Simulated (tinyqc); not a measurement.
Tail length against growth temperature: equilibrium and kinetic segregation of a solute to boundaries and growing surfaces. Computed by tinyqc, a small Python program. Command: `OMP_NUM_THREADS=1 python tinyqc.py 3020332 3020333 out.jsonl segreg walk`. One thread of a shared host (Intel(R) Xeon(R) Processor @ 2.30GHz), about 0.01 s of CPU time with the checks.

Inputs (values chosen for the exercise, modelled on a solute in a copper line): exchange barrier E_b = 1.5 eV; surface segregation energy E_s = 0.19 eV; growth rate = 0.16 monolayers/s.

Constants: k_B = 8.617333262e-05 eV/K.

Method. Two-state exchange during growth, dilute: jump up r_u = nu exp(-E_b/(k_B T_g)), jump back r_d = r_u exp(-E_s/(k_B T_g)), nu = 1e13 1/s. In the time 1/R of one monolayer the share carried up is p = [r_u/(r_u + r_d)] [1 - exp(-(r_u + r_d)/R)]; the tail decays as p^n, length -1/ln p monolayers; the equilibrium limit has p = r_u/(r_u + r_d).

Exchange model:
```
T_g (K)       r_u/R        p  length (monolayers)  equilibrium limit
471      5.5671e-03  0.00555                0.193             108.40
504      6.2595e-02  0.06065                0.357              79.92
532      3.8546e-01  0.31895                0.875              63.58
559      1.8721e+00  0.83549                5.564              52.14
581      6.0870e+00  0.97607               41.290              44.97
603      1.8160e+01  0.97483               39.223              39.22
636      8.1210e+01  0.96973               32.530              32.53
685      5.7527e+02  0.96153               25.494              25.49
767      8.7042e+03  0.94658               18.215              18.21
```

What follows from these numbers?

The length peaks among these rows at 581 K with 41.3 monolayers. Below, exchange freezes (r_u/R = 0.0056 in the first row); above, the length follows the equilibrium limit, about exp(E_s/(k_B T)), down to 18.2.

Extremes, crossings and ranges named in words are read from the listed rows.
